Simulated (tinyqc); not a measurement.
Image-sensor pixel with a pinned photodiode, signal and noise: one step of the calculation.

A buried n layer between a heavily doped p+ surface layer and a p layer is emptied into a floating diffusion, read through a source follower with correlated double sampling (reset noise cancelled). One-dimensional abrupt junctions; no blooming, lag or crosstalk.

Question. Noise budget. Signal S = QE Ph; variance = S + dark rate x ti + (read noise)^2 + (pr S)^2; SNR = 20 log10(S/noise); dynamic range 20 log10(FW/noise at S = 0).

Parameters, values chosen for the exercise; material values close to those of silicon: gain non-uniformity pr = 1.2 %; exposure ti = 100 ms; photons on the photodiode per exposure Ph = 130.

QE = 0.39271608
generation rate = 3.2268111 electrons/s
diffusion rate = 2.1258466 electrons/s
read noise = 5.9624769 electrons
FW = 11642.102 electrons

Wanted: S; variances; noise; SNR; dynamic range.

Answer.

S = 51.05 electrons
variances (electrons^2): photon shot 51.05, dark shot 0.5353, read 35.55, non-uniformity 0.3753
noise = 9.355 electrons
SNR = 14.74 dB
dynamic range = 65.75 dB

The largest part, 58.3 % of the variance, is photon shot noise.

Numbers from tinyqc (`OMP_NUM_THREADS=1 python tinyqc.py 2630061 2630062 out.jsonl`; about 0.01 s on one thread of a shared Intel Xeon 2.30GHz).
